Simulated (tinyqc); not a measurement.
## Thermal RC ladder, step response: single pulses of growing length

A ladder of 3 nodes: R_i joins node i to node i + 1, the last R to the ambient; C_i is the heat capacity of node i; theta is the rise above ambient, zero at t = 0. d theta/dt = -A theta + b with b = (Pw/C_1, 0, ...), times in ms.

A = C^(-1) K, K_ii = 1/R_(i-1) + 1/R_i (no first term for node 1), K_(i,i+1) = K_(i+1,i) = -1/R_i. The time constants tau_k are the inverse eigenvalues of A; the rise of node 1 per watt is Z(t) = sum_k r_k (1 - exp(-t/tau_k)), with r_k = v_k1^2 tau_k/C_1 and v_k the unit eigenvectors of C^(-1/2) K C^(-1/2).

Inputs (values chosen for the exercise):
- R = [0.15, 0.82, 0.17] K/W (resistances, junction to ambient)
- C = [0.83, 6.2, 53] mJ/K (heat capacities of the nodes)
- Pw = 27 W (power at node 1 from t = 0)

Single pulses of growing length:
```
t (ms),Z(t) (K/W),Z/sum R,t/C_1 (K/W),rise (K)
0.022,0.02431,0.02133,0.02651,0.6565
0.051,0.05060,0.04439,0.06145,1.366
0.12,0.09462,0.08300,0.1446,2.555
0.28,0.1472,0.1291,0.3373,3.974
0.65,0.2063,0.1810,0.7831,5.571
1.5,0.3112,0.2730,1.807,8.403
3.6,0.5142,0.4511,4.337,13.88
8.4,0.7906,0.6935,10.12,21.35
20,1.033,0.9063,24.10,27.90
46,1.130,0.9908,55.42,30.50
```

What does the comparison show?

Z rises from 0.0243 to 1.13 K/W, against 1.14 K/W in the steady state. In the first row it is 8.3 % below t/C_1, the limit in which only the first heat capacity is charged. It passes half of the steady value at t = 8.4 ms among the rows.

tinyqc, about 0.01 s, one thread, Intel Xeon 2.30GHz (shared host): `OMP_NUM_THREADS=1 python tinyqc.py 2520037 2520038 out.jsonl`
